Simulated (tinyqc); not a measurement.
# Read current of a NAND string, cells in series solved by shooting, step by step

Numbers from tinyqc (`OMP_NUM_THREADS=1 python tinyqc.py 2142214 2142215 out.jsonl`; about 0.6 s on one thread of a shared Intel Xeon 2.30GHz). Printed values are rounded.

Cells in series, numbered from 0 at the source line (0 V) to the bit line, each followed by a gap resistance Rg. A cell with gate Vg, threshold VT, source Vs and drain Vd passes I = 2 nf K Vt^2 [F(Vs) - F(Vd)]/(1 + th max(Vg - VT, 0)), F(V) = ln^2(1 + exp((Vg - VT - nf V)/(2 nf Vt))). The selected cell has Vg = Vr, the others Vg = Vp.

Values chosen for this exercise; values of the order met in vertical NAND strings:

| symbol | value | unit | meaning |
|---|---|---|---|
| T | 300 | K | temperature |
| K | 7.5 | uA/V^2 | gain factor of a cell |
| nf | 2 |  | slope factor |
| th | 0.18 | 1/V | mobility reduction factor |
| Rg | 11 | kohm | resistance of the gap between cells |
| Vbl | 0.5 | V | bit-line voltage |
| Vp | 7.3 | V | pass voltage |
| Vr | 4.37 | V | read voltage on the selected word line |

Constants: q = 1.602176634e-19 C, kB = 1.380649e-23 J/K, Vt = kB T/q. Results are converted to the units shown.

## Step 1: node voltages for a trial current

first trial current = 0.95 uA
thresholds from the source end, cell 0 to 4 (V): [-1.8, 2.6, 3.3, 3.3, -1.8]

For a trial current I start at 0 V and, cell by cell (the selected one is cell 1), solve for the drain: sqrt(F(Vd)) = sqrt(F(Vs) - I/k), k = 2 nf K Vt^2/(1 + th max(Vg - VT, 0)), Vd = [Vg - VT - 2 nf Vt ln(exp(sqrt F) - 1)]/nf, then add I Rg.

node voltage after each cell and gap, trial 1, cell 0 to 4 (V): [0.0473188, 0.164227, 0.235008, 0.308295, 0.358318]

## Step 2: node voltages for a trial current

second trial current = 1.1 uA

As before.

node voltage after each cell and gap, trial 2, cell 0 to 4 (V): [0.0548177, 0.192964, 0.276268, 0.363165, 0.421728]

## Course of the secant iteration

Secant steps on the end voltage less Vbl, from the two trials; a trial above the saturation current of a cell has no solution and is moved halfway to the previous trial. Stop below 1e-9 V.

Course of the iteration:

| iteration | I (uA) | end voltage - Vbl (V) | halvings |
|---|---|---|---|
| 1 | 1.28516 | 3.51e-3 | 0 |
| 2 | 1.27722 | -8.74e-5 | 0 |
| 3 | 1.27741 | -9.80e-8 | 0 |
| 4 | 1.27741 | 2.74e-12 | 0 |

Converged in 4 iterations to I = 1.2774 uA. The selected cell takes 30.1 % of the bit-line voltage and the gaps together 14.1 %.
